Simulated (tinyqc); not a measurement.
# Abrupt p-n junction, non-linear Poisson equation by Newton steps, step by step

Computed by the program tinyqc: `OMP_NUM_THREADS=1 python tinyqc.py 2000090 2000091 out.jsonl`, one thread of a shared Intel Xeon 2.30GHz, about 0.03 s for the whole run. Printed values are rounded.

One dimension, p side on the left, n side on the right; net doping C = -Na for x < 0 and +Nd for x > 0. The potential psi is counted from the intrinsic level, and the quasi-Fermi potentials are flat: 0 for holes and -V for electrons, so n = ni exp((psi + V)/Vt) and p = ni exp(-psi/Vt) (Boltzmann statistics, full ionisation, no current). Under reverse bias this makes the minority densities vanishingly small everywhere; they play no part in the charge.

Parameters, values chosen for the exercise; band and dielectric values close to those of In0.53Ga0.47As: temperature T = 300 K; band gap Eg = 0.747 eV; relative permittivity eps_r = 13.7; conduction-band density of states at T Nc = 2.12e17 cm^-3; valence-band density of states at T Nv = 7.83e18 cm^-3; acceptor density of the p side Na = 3.7e15 cm^-3; donor density of the n side Nd = 2.8e16 cm^-3; bias of the p side against the n side V = -2.4 V.

Constants: q = 1.602176634e-19 C, kB = 1.380649e-23 J/K, Vt = kB T/q, eps0 = 8.8541878128e-14 F/cm where lengths are in cm. Results are converted to the units shown.

## Intrinsic density, end potentials and Debye lengths

ni = sqrt(Nc Nv) exp(-Eg/(2 Vt)), Eg in volts; psi_p = -Vt ln(Na/ni), psi_n = Vt ln(Nd/ni) - V; Debye length sqrt(eps0 eps_r Vt/(q N)).

ni = 6.847389e11 cm^-3
psi_p = -0.2221929 V
psi_n = 2.674514 V
Debye length, p side = 72.73202 nm
Debye length, n side = 26.43915 nm

## Net doping on the mesh

x, node 0 to 11 (nm): -2040  -1070  -544  -260  -106  -22.5  22.5  75  136  208  291  388

C = -Na for x < 0 and +Nd for x > 0, taken at the nodes.

net doping C, node 0 to 11 (cm^-3): -3.7e15  -3.7e15  -3.7e15  -3.7e15  -3.7e15  -3.7e15  2.8e16  2.8e16  2.8e16  2.8e16  2.8e16  2.8e16

## Couplings between neighbouring nodes

a_i = eps0 eps_r/h_i for the interval from node i to i + 1, with h_i = x_(i+1) - x_i in cm.

coupling a_i, interval 0 to 10 (F/cm^2): 1.250540e-8  2.306129e-8  4.271210e-8  7.876777e-8  1.452723e-7  2.695608e-7  2.310521e-7  1.988563e-7  1.684755e-7  1.461474e-7  1.250540e-7

## Starting potential

A straight line in x from psi_p = -Vt ln(Na/ni) at the first node to psi_n = Vt ln(Nd/ni) - V at the last.

psi at the start, node 0 to 11 (V): -0.222193  0.935058  1.562599  1.901423  2.085151  2.184770  2.238457  2.301092  2.373867  2.459766  2.558789  2.674514

## Iteration 1: densities, residual and Jacobian diagonal

n_i = ni exp((psi_i + V)/Vt), p_i = ni exp(-psi_i/Vt), rho_i = p_i - n_i + C_i, g_i = (n_i + p_i)/Vt. Box widths w_i = (h_(i-1) + h_i)/2 in cm. Residual F_i = a_i (psi_(i+1) - psi_i) - a_(i-1) (psi_i - psi_(i-1)) + q rho_i w_i; Jacobian: a_(i-1) and a_i beside the diagonal, b_i = -a_(i-1) - a_i - q g_i w_i on it. The two end nodes are fixed.

```
node     n (cm^-3)     p (cm^-3)
0     6.090076e-33        3.7e15
1     1.681071e-13   1.340412e-4
2      0.005858674  3.846140e-15
3         2882.656  7.816849e-21
4       3.518003e6  6.405134e-24
5       1.658909e8  1.358320e-25
6       1.323497e9  1.702557e-26
7      1.492588e10  1.509679e-27
8      2.491816e11  9.042916e-29
9      6.911249e12  3.260378e-30
10     3.184650e14  7.075592e-32
11          2.8e16  8.047601e-34
```

```
node  residual F (C/cm^2)  diagonal b (F/cm^2)
1            -4.434184e-8         -3.556669e-8
2            -2.400862e-8         -6.577339e-8
3            -1.298244e-8         -1.214799e-7
4            -7.039564e-9         -2.240401e-7
5            -3.808775e-9         -4.148331e-7
6             2.186971e-8         -5.006130e-7
7             2.545857e-8         -4.299090e-7
8             2.983226e-8         -3.673421e-7
9             3.475865e-8         -3.149549e-7
10            3.991564e-8         -2.889646e-7
```

## Iteration 1: Newton step

Solve the tridiagonal system a_(i-1) d_(i-1) + b_i d_i + a_i d_(i+1) = -F_i for nodes 1 to 10, with d = 0 on fixed nodes. Each component d is damped to sign(d) Vt ln(1 + |d|/Vt) before it is added.

Newton step d, before damping, node 1 to 10 (V): -2.239047  -1.530428  -0.585724  0.091364  0.506944  0.745039  0.928164  1.012915  0.935939  0.611496
psi after iteration 1, node 0 to 11 (V): -0.222193  0.819425  1.456666  1.819636  2.124230  2.262992  2.326229  2.394373  2.469349  2.553258  2.641643  2.674514

## Iteration 2: densities, residual and Jacobian diagonal

As before.

```
node     n (cm^-3)     p (cm^-3)
0     6.090076e-33        3.7e15
1     1.918808e-15    0.01174337
2      9.732085e-5  2.315360e-13
3         121.8531  1.849217e-19
4       1.595108e7  1.412649e-24
5       3.418926e9  6.590749e-27
6      3.946589e10  5.709559e-28
7      5.508097e11  4.090938e-29
8      1.001244e13  2.250528e-30
9      2.571244e14  8.763572e-32
10     7.851351e15  2.869988e-33
11          2.8e16  8.047601e-34
```

```
node  residual F (C/cm^2)  diagonal b (F/cm^2)
1            -4.267209e-8         -3.556669e-8
2            -2.320099e-8         -6.577339e-8
3            -4.493468e-9         -1.214799e-7
4            -1.087347e-8         -2.240401e-7
5            -6.920881e-9         -4.148333e-7
6             2.056847e-8         -5.006142e-7
7             2.462254e-8         -4.299279e-7
8             2.904899e-8         -3.677445e-7
9             3.322864e-8         -3.269728e-7
10            2.024699e-8         -7.091299e-7
```

## Iteration 2: Newton step

As before.

Newton step d, before damping, node 1 to 10 (V): -2.312098  -1.715496  -0.850182  -0.323916  0.036279  0.256071  0.423474  0.494202  0.406472  0.112323
psi after iteration 2, node 0 to 11 (V): -0.222193  0.702971  1.347828  1.728559  2.056888  2.285660  2.387995  2.468190  2.546945  2.626077  2.684974  2.674514

## Course of the Newton iteration

Stop when the largest undamped |d| is below 1e-9 V, or after 80 iterations.

Course of the iteration:
```
iteration  largest |F| (C/cm^2)  largest |d| (V)  at node
1                       4.43e-8             2.24        1
2                       4.27e-8             2.31        1
3                       4.10e-8             2.30        1
4                       3.94e-8             2.22        1
5                       3.78e-8             2.11        1
6                       3.62e-8             1.99        1
7                       3.47e-8             1.88        1
8                       3.31e-8             1.77        1
9                       3.16e-8             1.65        1
...                         ...              ...      ...
12                      1.24e-8            0.151        4
13                      8.75e-9            0.100        4
14                      6.54e-9           0.0589        4
15                      4.02e-9           0.0282        4
16                      1.64e-9          9.15e-3        4
17                     2.77e-10          1.32e-3        4
18                     7.21e-12          3.24e-5        4
19                     4.54e-15          2.03e-8        4
20                      < 1e-20          < 1e-12        4
```

Converged in 20 iterations. Once the step is below 0.1 Vt, 3 more iteration(s) reach the threshold: near the solution the error is roughly squared each time.

## Converged densities, field and charge

converged psi, node 0 to 11 (V): -0.222193  -0.213719  0.328264  1.182997  1.811298  2.200425  2.424264  2.590763  2.661209  2.673124  2.674403  2.674514

n and p as above; field E_i = -(psi_(i+1) - psi_i)/h_i on each interval; charge on either side of the peak Q = eps0 eps_r |E|max (Gauss).

```
node     n (cm^-3)     p (cm^-3)
0     6.090076e-33        3.7e15
1     8.452386e-33   2.665908e15
2     1.076193e-23    2.093795e6
3      2.459069e-9   9.163339e-9
4         88.26001  2.553057e-19
5       3.039606e8  7.413225e-26
6      1.750436e12  1.287295e-29
7      1.096985e15  2.054111e-32
8      1.673582e16  1.346411e-33
9      2.653397e16  8.492239e-34
10     2.787998e16  8.082246e-34
11          2.8e16  8.047601e-34
```

field E, interval 0 to 10 (kV/cm): -0.08736  -10.30386  -30.09623  -40.79877  -46.60209  -49.74199  -31.71403  -11.54858  -1.65480  -0.15412  -0.01145
peak |E| = 49.74199 kV/cm
charge Q = 60.33821 nC/cm^2

## Check against the exact first integral and the depletion approximation

ni = sqrt(Nc Nv) exp(-Eg/(2 Vt)), Eg in volts. Exact first integral for an abrupt junction with thick neutral sides: psi_p = -Vt ln(Na/ni), psi_n = Vt ln(Nd/ni) - V, psi_j = (Nd psi_n + Na psi_p - Vt (Nd - Na))/(Na + Nd) at the junction, n_j = ni exp((psi_j + V)/Vt), p_j = ni exp(-psi_j/Vt), and E_j^2 = (2 q/(eps0 eps_r)) [Nd (psi_n - psi_j - Vt) + Vt (n_j + p_j)] (minority densities of the neutral sides neglected). Depletion approximation: Vbi = Vt ln(Na Nd/ni^2), W = sqrt(2 eps0 eps_r (Vbi - V)(1/Na + 1/Nd)/q), xp = W Nd/(Na + Nd), xn = W Na/(Na + Nd), peak field 2 (Vbi - V)/W, capacitance eps0 eps_r/W.

psi_j = 2.316595 V
exact field at the junction = 49.55953 kV/cm
Vbi = 0.4967070 V
W = 1158.501 nm
peak field in the depletion approximation = 50.00784 kV/cm

The depletion approximation gives a peak field 0.90 % above the exact one, since it leaves out the Debye tails of the majority carriers at the edges of the depleted layer. The 12-node mesh above gave 49.74 kV/cm on the interval that holds the junction, 0.37 % above the exact value.
